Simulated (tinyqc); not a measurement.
Chemical vapour deposition: Grove model, boundary layer, depletion and step coverage: one step, computed by the program tinyqc. Command: `OMP_NUM_THREADS=1 python tinyqc.py 3016777 3016778 out.jsonl cvd walk`. One thread of a shared host (Intel(R) Xeon(R) Processor @ 2.30GHz), about 0.01 s of CPU time with the checks.

A precursor diffuses to the surface and reacts there at first order; each molecule that reacts adds one formula unit of film.

Question. Gas-phase and surface constants. k_s = k0 exp(-E/(k_B T)); C_g = Y p/(k_B T), 1 torr = 133.322 Pa; D = D0 (T/273.15)^1.75 (760/p). Temperatures in kelvin are T(C) + 273.15. Mean speed c = sqrt(8 k_B T/(pi M)); reactive sticking probability beta = 4 k_s/c.

Inputs (values chosen for the exercise, close to those used for polysilicon from silane):
```
quantity                                       value    unit
prefactor k0 of k_s                          1.1e+08    cm/s
activation energy E                             1.64      eV
temperature T                                    760       C
total pressure p                                 110    torr
mole fraction of the precursor Y              0.0041       -
gas diffusivity D0 at 273.15 K and 760 torr     0.55  cm^2/s
precursor mass M                                  32       u
```

Reactor: horizontal, reduced pressure.

Constants: k_B = 1.380649e-23 J/K; u = 1.6605390666e-27 kg; k_B = 8.617333262e-05 eV/K.

Give: surface rate constant k_s; precursor density C_g; gas diffusivity D; mean speed c; sticking probability beta.

Answer.

surface rate constant k_s = 1.100 cm/s

precursor density C_g = 4.215e+15 1/cm^3

gas diffusivity D = 38.98 cm^2/s

mean speed c = 82679 cm/s

sticking probability beta = 5.321e-05
